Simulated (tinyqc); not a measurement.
Time-dependent dielectric breakdown: cell percolation, Weibull statistics, area scaling and voltage extrapolation: one step, computed by the program tinyqc.

The oxide is divided into columns of area a^2, each holding m = t_ox/a cells (m is taken as continuous). A share lambda(t) = (t/t_1)^alpha of the cells is defective, and a column whose cells are all defective breaks down.

Question. Weibull parameters from the cell model. Failure fraction F = 1 - (1 - lambda^m)^N with N = A/a^2 columns, which for small lambda^m is 1 - exp(-(t/t63)^beta) with beta = alpha m and t63 = t_1 N^(-1/beta); critical share lambda(t63) = N^(-1/m). 1 um^2 = 1e6 nm^2.

Inputs (values chosen for the exercise, for a model gate oxide): oxide thickness t_ox = 3.8 nm; defect cell size a = 1.5 nm; exponent alpha of defect growth = 0.58; time t_1 at which the occupied share would reach 1 = 4.9e+10 s; test area A = 7000 um^2.

Give: cells per column m; columns N; Weibull slope beta; characteristic life t63; critical share of defective cells.

Answer.

cells per column m = 2.533

columns N = 3.111e+09

Weibull slope beta = 1.469

characteristic life t63 = 16963 s

critical share of defective cells = 1.790e-04

Times between F = 10 % and 90 % span a factor 8.16: the smaller beta = alpha m, the wider the scatter. Caution: t_1 is an input here; in a real oxide it changes with thickness at fixed voltage.
